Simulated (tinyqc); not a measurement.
Size effects in the resistivity of thin metal films and interconnect lines: one step, computed by the program tinyqc. Command: `OMP_NUM_THREADS=1 python tinyqc.py 3024734 3024735 out.jsonl size walk`. One thread of a shared host (Intel(R) Xeon(R) Processor @ 2.30GHz), about 0.01 s of CPU time with the checks.

Electrons lose their drift at surfaces (a share 1 - p of the hits) and at grain boundaries (reflection R), besides bulk scattering. The line sits in a trench with a non-conducting liner on both walls and the bottom; the spacing equals the drawn width.

Task: Resistance and delay. Total: rho = rho_b [1 + surface excess + grain excess]; resistance per length rho/(w_m h_m); capacitance per length C = 2 k eps_0 (aspect ratio + 1/2), a parallel-plate estimate for two neighbours plus a fixed term for the planes above and below; delay 0.38 R C L^2; effective resistivity per drawn area.

Inputs (values chosen for the exercise, modelled on ruthenium): bulk resistivity rho_b = 7.5 microohm cm; aspect ratio (height over width) = 2.5; line length = 8 micrometre; permittivity of the dielectric k = 4.

Geometry: line.

rho/rho_b from surfaces = 1.035468

rho/rho_b from grains = 1.052687

metal width w_m = 34.6 nm

metal height h_m = 97.3 nm

share of the trench filled by metal = 84.1645 %

Constants: eps_0 = 8.8541878128e-12 F/m.

Give: resistivity rho; resistance per length; capacitance per length; RC delay; effective resistivity per drawn area.

Result:

resistivity rho = 8.161 microohm cm

resistance per length = 24.24 ohm/micrometre

capacitance per length = 0.2125 fF/micrometre

RC delay = 0.1253 ps

effective resistivity per drawn area = 9.697 microohm cm

Of the factor 1.29 over bulk, scattering gives 1.09 and the liner 1.19; within scattering, grain boundaries outweigh surfaces (0.05 against 0.04, grains first).
